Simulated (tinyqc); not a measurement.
Dopants and charged point defects at anneal temperature: Fermi-level effect, clustering and pairing: one step, computed by the program tinyqc.

Boltzmann statistics and full ionisation of active dopants. Energies are counted from the valence band; the defect (a vacancy or self-interstitial) has five charge states, with all degeneracy factors one.

Problem. Active and clustered dopant. p = A/2 + sqrt(A^2/4 + n_i^2) for an active density A. k ionised dopants and k carriers form one neutral cluster: C = N_s (A/N_s)^k (p/N_b)^k exp(E_b/k_B T), N_b the effective density of states of the majority band, and N = A + k C (60 bisections in ln A between ln N - 90 and ln N).

Inputs (values chosen for the exercise, with bands modelled on germanium): anneal temperature T = 800 K; total dopant density N = 3e+20 cm^-3; site density N_s = 4.1e+22 cm^-3; dopant atoms per cluster k = 4; cluster binding energy E_b = 1.61 eV.

Dopant: acceptor. Second part: clustering of the dopant.

E_g = 0.4535169 eV

k_B T = 0.06893867 eV

n_i = 1.156730e+18 cm^-3

E_i = 0.2052874 eV

effective density of states N_b of the majority band = 2.272405e+19 cm^-3

Give: active density A; clusters C; active share.

Solution.

active density A = 2.342e+19 cm^-3

clusters C = 6.914e+19 cm^-3

active share = 0.07808

92 % of the dopant is lost to clusters.
